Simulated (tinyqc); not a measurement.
Gate length: charge control and current of a heterostructure field-effect transistor. Computed by tinyqc, a small Python program. Command: `OMP_NUM_THREADS=1 python tinyqc.py 3029961 3029962 out.jsonl hemt walk`. One thread of a shared host (Intel(R) Xeon(R) Processor @ 2.30GHz), about 0.01 s of CPU time with the checks.

Two subbands in a triangular well; E_F is counted from the conduction band edge of the channel at the interface.

Inputs (values chosen for the exercise, modelled on AlGaN/GaN):
```
quantity,value,unit
channel mass m,0.2,m_0
permittivity eps (barrier and channel),9.54,-
barrier thickness d,24,nm
Schottky barrier phi_B,1.2,eV
conduction band offset dE_c,0.46,eV
polarisation charge sigma/e,1.8e+13,1/cm^2
gate voltage V_G,0,V
mobility mu,1600,cm^2/(V s)
saturation velocity v_s,1.3,1e7 cm/s
gate length L,63,nm
source resistance R_S,0,ohm mm
temperature T,400,K
mixing,0.5,-
iteration cap,200,-
```

Charge source: polarisation. Velocity law: two-piece.

Constants: e = 1.602176634e-19 C; eps_0 = 8.8541878128e-12 F/m; k_B = 8.617333262e-05 eV/K; hbar = 1.054571817e-34 J s; m_0 = 9.1093837015e-31 kg; k_B = 1.380649e-23 J/K.

Method:
- Threshold V_T = phi_B - dE_c - sigma d/(eps eps_0) (in volts); C_b = eps eps_0/d.
- Charge control: n_s = C_b (V_G - V_T - E_F/e)/e. Well: mean field F = e n_s/(2 eps eps_0), E_i = (hbar^2/2m)^(1/3) [(3 pi e F/2)(i + 3/4)]^(2/3), i = 0, 1; n_s = D k_B T sum_i ln(1 + exp((E_F - E_i)/k_B T)), D = m/(pi hbar^2), which is solved in closed form for E_F.
- Iteration from n_s = C_b (V_G - V_T)/(2e): E_F from n_s, n_out from the charge control, n_new = n_s + mixing (n_out - n_s), kept above n_s/10; stop when |n_out/n_s - 1| < 1e-9.
- C_g = e dn_s/dV_G = 1/(1/C_b + 1/C_q), 1/C_q = d(E_F/e)/d(e n_s) by a central difference of +/- 0.1 % in n_s; added distance dd = eps eps_0/C_q.
- With V = e n_s/C_g and V_c = v_s L/mu: for v = mu F up to v_s, I/W = C_g v_s V_c (sqrt(1 + (V/V_c)^2) - 1) and V_Dsat = V + V_c - sqrt(V^2 + V_c^2); g_m = dI/dV; extrinsic g_m/(1 + g_m R_S); f_T = g_m/(2 pi C_g L).

sheet density n_s = 1.51746e+13 1/cm^2

gate capacitance C_g = 0.331456 microfarad/cm^2

V = 7.33505 V

Scaling; the last columns are v_s/(2 pi L) and mu V/(2 pi L^2):
```
L (nm),I/W (mA/mm),g_m (mS/mm),extrinsic g_m (mS/mm),f_T (GHz),velocity limit (GHz),mobility limit (GHz)
30,3150.1,430.89,430.89,689.67,689.67,2.0754e+05
60,3139.7,430.88,430.88,344.83,344.84,5.1885e+04
120,3118.9,430.85,430.85,172.40,172.42,1.2971e+04
250,3074.3,430.73,430.73,82.73,82.76,2.9886e+03
500,2990.4,430.23,430.23,41.32,41.38,7.4714e+02
1000,2829.8,428.27,428.27,20.56,20.69,1.8679e+02
2000,2537.0,420.69,420.69,10.10,10.35,4.6696e+01
5000,1862.5,376.94,376.94,3.62,4.14,7.4714e+00
```

What does the comparison show, and why?

f_T scales as L^-1.00 at the short end and L^-1.12 at the long end; the two limits cross at L = mu V/v_s = 9030 nm. g_m tends to C_g v_s = 431 mS/mm. Fringe capacitances and short-channel effects, left out, lower f_T once L is below about ten barrier thicknesses. Caution: E_F lies above the conduction band minimum of the barrier, so electrons would spill into the barrier.

Extremes, crossings and ranges named in words are read from the listed rows.
